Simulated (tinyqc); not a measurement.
Thermal, flicker and telegraph noise of a field-effect transistor: one step, computed by the program tinyqc. Command: `OMP_NUM_THREADS=1 python tinyqc.py 3029542 3029543 out.jsonl noise walk`. One thread of a shared host (Intel(R) Xeon(R) Processor @ 2.30GHz), about 0.01 s of CPU time with the checks.

Strong inversion, threshold roll-off and channel-length modulation left out; noise sources are uncorrelated and are given as one-sided spectral densities.

Problem. Operating point. C_ox = 3.9 eps_0/t; V_c = 2 v_s L/mu; I = W C_ox v_s V_ov^2/(V_ov + V_c); g_m = W C_ox v_s V_ov (V_ov + 2 V_c)/(V_ov + V_c)^2; g_d0 = mu C_ox (W/L) V_ov.

Inputs (values chosen for the exercise, modelled on a high-k silicon transistor):
```
quantity                      value        unit
width W                         0.6  micrometre
length L                         24          nm
electrical oxide thickness t    1.7          nm
mobility mu                     220  cm^2/(V s)
saturation velocity v_s           1    1e7 cm/s
overdrive V_ov                 0.38           V
```

Operating region: saturation. Flicker model: Hooge.

Constants: eps_0 = 8.8541878128e-12 F/m.

Give: C_ox; drain current I; g_m; g_d0.

Solution.

C_ox = 2.031 microfarad/cm^2

drain current I = 294.2 microampere

g_m = 1057 microsiemens

g_d0 = 4245 microsiemens
